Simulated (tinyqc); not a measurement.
# Channel mobility from two channel lengths

Inverse problem. Two power MOSFETs differ only in channel length: R_on = R_rest + Lc (Wp + a)/(2 mch Cox Vov), Cox = 3.9 eps0/tox. Find mch and R_rest.

Inputs (values chosen for the exercise):
```
symbol,value,unit,meaning
tox,52,nm,gate oxide thickness (eps_r 3.9)
Vov,9,V,gate overdrive
Wp,5.5,um,"width of the p body in one cell, channels included"
a,3.9,um,gap between neighbouring p bodies
```

Constants: eps0 = 8.8541878128e-14 F/cm where lengths are in cm. Results are converted to the units shown.

R_on at Lc = 0.55 and 2.1 um (mohm cm^2): 2.4090304  5.5344796

Solution. R_on is a straight line in Lc; its slope gives mch and its intercept the rest.

mch = 39.00 cm^2/(V s)
R_rest = 1.300 mohm cm^2

tinyqc, about 0.01 s, one thread, Intel Xeon 2.30GHz (shared host): `OMP_NUM_THREADS=1 python tinyqc.py 2230041 2230042 out.jsonl`
